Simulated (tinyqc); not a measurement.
Grain growth, pinning, strength and diffusional creep of a polycrystal or thin film: one step, computed by the program tinyqc. Command: `OMP_NUM_THREADS=1 python tinyqc.py 3021582 3021583 out.jsonl grain walk`. One thread of a shared host (Intel(R) Xeon(R) Processor @ 2.30GHz), about 0.01 s of CPU time with the checks.

One mean grain size d describes the structure.

Task: Yield stress. Hall-Petch term k_y/sqrt(d). Orowan term 3.06 x 0.4 G b ln(2 rbar/b)/(pi lambda sqrt(1 - nu)) with nu = 1/3, rbar = sqrt(2/3) r, lambda = rbar (sqrt(pi/f) - 2). The terms are added to sigma_0.

Inputs (values chosen for the exercise, for a model solid):
```
quantity,value,unit
shear modulus G,83.3,GPa
Burgers vector b,2.492,angstrom
anneal temperature T,766,K
particle volume fraction f,0.00047,-
particle radius r,2.5,nm
friction stress sigma_0,29,MPa
Hall-Petch slope k_y,0.17,MPa m^0.5
```

Sample: bulk.

grain size d = 114.2128 nm

Give: Hall-Petch term; Orowan term; yield stress.

Result:

Hall-Petch term = 503.0 MPa

Orowan term = 170.1 MPa

yield stress = 702.2 MPa
